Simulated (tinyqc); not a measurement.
# Landau-Devonshire theory of a uniaxial ferroelectric, step by step

A worked calculation. Computed by tinyqc, a small Python program that keeps every step. Command: `OMP_NUM_THREADS=1 python tinyqc.py 3029365 3029366 out.jsonl ferro walk`. One thread of a shared host (Intel(R) Xeon(R) Processor @ 2.30GHz), about 0.01 s of CPU time with the checks. Intermediate numbers are printed to about 6 digits and carried at full precision; extremes and crossings named in words are read from the listed rows.

G(P) = (alpha/2) P^2 + (beta*/4) P^4 + (gamma/6) P^6 - E P per volume, SI units, one domain, P along the polar axis, which is normal to the film.

Inputs (values chosen for the exercise, for a model ferroelectric):
```
quantity,value,unit
alpha_0,2.73e+06,J m/(C^2 K)
Curie-Weiss temperature T0,300,K
beta,-1.27e+09,J m^5/C^4
gamma,3.78e+09,J m^9/C^6
temperature T,252,K
misfit strain u_m,-0.016,-
electrostriction Q12,-0.026,m^4/C^2
compliance s11 + s12,6e-12,m^2/N
applied field E,4.3,MV/m
film thickness d,32,nm
screening length lambda,0.0066,nm
background permittivity eps_b,5,-
gradient coefficient g,2e-11,J m^3/C^2
series capacitance C_d,1.3,microfarad/cm^2
start of Newton steps P0/Ps,1.3,-
```

Sample: epitaxial film.

Constants: eps_0 = 8.8541878128e-12 F/m.

## Coefficients at T

alpha = alpha_0 (T - T0*), with clamping: T0* = T0 + 4 Q12 u_m/(alpha_0 (s11 + s12)), beta* = beta + 4 Q12^2/(s11 + s12).

T0* = 401.587 K

alpha = -4.08373e+08 J m/C^2

beta* = -8.19333e+08 J m^5/C^4

Compression raises T0 by 102 K. beta* < 0: the transition is of first order.

## Spontaneous polarisation, susceptibility, coercive field

Ps^2 = [-beta* + sqrt(beta*^2 - 4 alpha gamma)]/(2 gamma). chi = 1/(eps_0 G''), G'' = alpha + 3 beta* P^2 + 5 gamma P^4 at Ps. Ps, chi and the coercive field are for perfect screening, without a depolarising field. The intrinsic coercive field is |alpha P + beta* P^3 + gamma P^5| at the P_c where G'' = 0. 1 C/m^2 = 100 microcoulomb/cm^2.

spontaneous polarisation Ps = 67.4145 microcoulomb/cm^2

susceptibility chi = 47.4897

well depth G(Ps) = -75.9670 MJ/m^3

P_c = 47.5143 microcoulomb/cm^2

intrinsic coercive field = 190.384 MV/m

P_c/Ps = 0.705, above the 0.577 of a quartic well, as the sixth-order term matters. Real switching runs by domain nucleation at far lower fields.

## Temperatures of the first-order transition

T_C = T0* + 3 beta*^2/(16 alpha_0 gamma); the polar phase survives up to T1 = T0* + beta*^2/(4 alpha_0 gamma); at T_C Ps^2 = -3 beta*/(4 gamma); latent heat = (1/2) alpha_0 T_C Ps^2.

transition temperature T_C = 413.785 K

superheating limit T1 = 417.851 K

jump of Ps = 40.3195 microcoulomb/cm^2

latent heat = 91.8200 MJ/m^3

Thermal hysteresis can span at most T1 - T0* = 16.3 K.

## Polarisation in the field by Newton steps

Solve G'(P) = alpha P + beta* P^3 + gamma P^5 - E = 0 by P(new) = P - G'/G'' from P0; stop when the step is below 1e-11 C/m^2 (G' under 1e-6 MV/m is shown as 0).

Newton steps:
```
step,P (microcoulomb/cm^2),G' (MV/m),G'' (MJ m/C^2)
1,87.6388,1.04053e+03,8853.06
2,75.8855,2.78992e+02,4443.71
3,69.6072,5.27943e+01,2837.57
4,67.7466,3.70962e+00,2444.69
5,67.5949,2.31705e-02,2414.19
6,67.5939,0,2414.00
7,67.5939,0,2414.00
```

P at the end of the steps = 67.5939 microcoulomb/cm^2

1/(eps_0 G'') there = 46.7858

The linear estimate Ps + eps_0 chi E gives 67.595; the field lowers chi by 1.5 %.

## The 180-degree wall

With the term (g/2) (dP/dx)^2, (g/2) P'^2 = G(P) - G(Ps) across the wall: energy = int_(-Ps)^(Ps) sqrt(2 g [G(P) - G(Ps)]) dP (40 Gauss-Legendre points); width = 2 Ps over the slope at P = 0, sqrt(2 |G(Ps)|/g). Elastic coupling inside the wall is left out.

wall energy = 53.1382 mJ/m^2

wall width = 0.489182 nm

Caution: a wall under 0.8 nm, some two lattice spacings, wide is outside the continuum picture.

## A capacitor with imperfect screening

Between shorted electrodes with screening length lambda each, the depolarising field is -k P, k = 2 lambda/(eps_0 (d + 2 lambda eps_b)), so alpha turns into alpha + k. The polar state is the lowest uniform state while alpha + k < 0 (beta* > 0) or < 3 beta*^2/(16 gamma) (beta* < 0); setting the equality gives the critical thickness d_c.

depolarising coefficient k = 4.64922e+07 J m/C^2

polarisation of the film = 66.0470 microcoulomb/cm^2

size of the depolarising field = 30.7067 MV/m

critical thickness d_c = 3.30940 nm

The film keeps 98 % of Ps.

## Thickness series

Domains are left out, though they can pre-empt both the loss of P and the state at P = 0. The second and third columns are for the shorted capacitor, polar only where it is the lowest uniform state: alpha + k < 0 (beta* > 0) or < 3 beta*^2/(16 gamma) (beta* < 0). The last column is another circuit, the film in series with C_d at P = 0: 1/C = (alpha d)/(1 + alpha eps_0 eps_b) + 1/C_d, and P = 0 is locally stable while 1/C > 0; a dash marks the rest.

Against thickness:
```
d (nm),P (microcoulomb/cm^2),depolarising field (MV/m),C of the stack / C_d
1,0.0000,0.000,1.00544
2,0.0000,0.000,1.01093
3,0.0000,0.000,1.01649
5,55.9592,164.677,1.02778
8,61.2062,113.126,1.04521
15,64.3680,63.694,1.08826
30,65.9523,32.702,1.19360
60,66.6972,16.554,1.48016
150,67.1307,6.669,5.29072
```

The polar state appears between 3 and 5 nm (d_c = 3.31 nm), and at 150 nm P is 99.6 % of Ps. The stack exceeds C_d wherever it is stable, up to 5.29 times: the ferroelectric held at P = 0 acts as a negative capacitance.

Checks made by the program: Ps against a numerical root of G'(P)/P (relative difference below 1e-10).
